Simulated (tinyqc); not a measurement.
# Potential-pH (Pourbaix) lines of a metal, its cation, its oxide and an oxyanion, with a complexing ligand, step by step

A worked calculation. Computed by tinyqc, a small Python program that keeps every step. Command: `OMP_NUM_THREADS=1 python tinyqc.py 3030135 3030136 out.jsonl pourb walk`. One thread of a shared host (Intel(R) Xeon(R) Processor @ 2.30GHz), about 0.01 s of CPU time with the checks. Intermediate numbers are printed to about 6 digits and carried at full precision; extremes and crossings named in words are read from the listed rows.

Potentials are against the standard hydrogen electrode; solids and water have unit activity; dG_f of M, H+ and the electron is zero; F = e N_A and s = R T ln(10)/F. The cation carries z = 2.

Inputs (values chosen for the exercise, modelled on zinc):
```
quantity                                      value      unit
dG_f of the cation                           -145.7    kJ/mol
dG_f of the oxide                           -322.26    kJ/mol
dG_f of the oxyanion                        -372.83    kJ/mol
dG_f of water                               -237.14    kJ/mol
temperature T                                298.15         K
log10 of the dissolved activity a                -6         -
pH                                                3         -
potential E                                   -0.61         V
log10 of the stability constant beta of ML      3.6         -
pKa of HL                                         9         -
total ligand c_L                               0.03     mol/L
limiting current density i_L                  9e-05    A/cm^2
molar volume V_m                               9.16  cm^3/mol
```

Species: M, M2+, MO, MO2(2-).

exchange current densities, metal and cathodic (A/cm^2): 4.7e-06  1.9e-11

Tafel slopes, anodic and cathodic (mV/decade): 65  135

Constants: R = 8.314462618 J/(mol K); e = 1.602176634e-19 C; N_A = 6.02214076e+23 1/mol.

## Standard potentials

M2+ + 2e = M; MO + 2H+ + 2e = M + H2O; MO2(2-) + 4H+ + 2e = M + 2H2O. For each, E0 = -dG/(z F), and E = E0 + (s/z) log10 a - (s n_H/z) pH, with no activity term for the oxide.

s = 0.0591593 V

E0 (V): cation -0.755037, oxide -0.441103, oxyanion 0.525728

The metal is less noble than hydrogen.

## Vertical lines

Two oxidised species coexist where their lines against the metal cross: pH1 (cation/oxide) = [E0(oxide) - E0(cation)]/s - (log10 a)/z; pH2 (oxide/oxyanion) = {[E0(oxyanion) - E0(oxide)]/s + (log10 a)/z}/(4/z - 1).

pH1 = 8.30658

pH2 = 13.3428

width of the oxide field, pH2 - pH1 = 5.03625

The oxide is stable from pH 8.31 to 13.34; each decade less of dissolved metal narrows this field by 1.00 pH units.

## The stable species at (pH, E)

The metal is stable below the lowest of the three lines; above it, the species of the lowest line is stable. Water lines at 1 bar: hydrogen E = -s pH, oxygen E = -dG_f(water)/(2F) - s pH.

lines at this pH (V): cation -0.932515, oxide -0.618581, oxyanion -0.006707

upper limit of immunity = -0.932515 V

hydrogen line = -0.177478 V

oxygen line = 1.05141 V

E above the limit of immunity = 0.322515 V

Stable here: the cation (corrosion). The point lies outside the stability range of water. Water itself can oxidise the metal at this pH. Caution: other oxidation states, hydroxides and hydrides are left out, and the lines say nothing of rates.

## A complexing ligand

The free ligand is c_L/(1 + 10^(pKa - pH)) (ligand in excess); dissolved metal is a in all, so the free cation is a/alpha, alpha = 1 + beta [L]; the cation line drops by (s/z) log10 alpha.

free ligand = 3.00000e-08 mol/L

log10 alpha = 5.18656e-05

cation line with ligand = -0.932517 V

that line less the oxide line = -0.313935 V

With the ligand the dissolved state lies below the oxide: the oxide dissolves at this pH.

## Mixed potential with oxygen reduction

Anodic i = i0a 10^((E - E_a)/b_a) with E_a the cation line with ligand; cathodic i = i0c 10^((E_c - E)/b_c) with E_c the oxygen line; supply caps the cathodic current, 1/i_c = 1/i(Tafel) + 1/i_L. E_corr makes the two currents equal. Without the cap it would be [b_c E_a + b_a E_c + b_a b_c log10(i0c/i0a)]/(b_a + b_c). Rate = i V_m/(z F). Films are left out.

E_corr without the cap = -0.524372 V

corrosion potential E_corr = -0.849177 V

corrosion current density = 9.00000e-05 A/cm^2

i/i_L = 1.000000

etch rate = 2.56329 nm/min

The current sits at the supply limit: stirring or more oxidant, not the ligand, sets the rate. Caution: E_corr lies below the hydrogen line, so hydrogen evolution, left out here, adds cathodic current.

## The diagram with and without ligand

The formulas are those given above.

Lines against the metal (V); the species with the lowest line is stable above it:
```
pH     cation     oxide  oxyanion  stable above  cation with ligand  stable above, ligand
0   -0.932515  -0.44110   0.34825        cation           -0.932515             dissolved
2   -0.932515  -0.55942   0.11161        cation           -0.932515             dissolved
4   -0.932515  -0.67774  -0.12503        cation           -0.932530             dissolved
5   -0.932515  -0.73690  -0.24334        cation           -0.932668             dissolved
6   -0.932515  -0.79606  -0.36166        cation           -0.933963             dissolved
7   -0.932515  -0.85522  -0.47998        cation           -0.942541             dissolved
8   -0.932515  -0.91438  -0.59830        cation           -0.964283             dissolved
9   -0.932515  -0.97354  -0.71662         oxide           -0.985265             dissolved
10  -0.932515  -1.03270  -0.83494         oxide           -0.992849                 oxide
12  -0.932515  -1.15102  -1.07157         oxide           -0.994050                 oxide
14  -0.932515  -1.26933  -1.30821      oxyanion           -0.994063              oxyanion
```

Without ligand the oxide holds 3 of the eleven rows (pH 9 to 12), with it 2 (pH 10, 12). The ligand acts once beta [L] exceeds 1, from pH = pKa - log10(beta c_L) = 6.9 on; its line then falls by at most s/z per pH unit and flattens beyond pKa, 0.062 V below the free cation at most. The oxide line falls faster, by s per pH unit, so the oxide takes over again at higher pH.

Checks made by the program: the lines cross at pH1 and pH2 (relative difference below 1e-10).
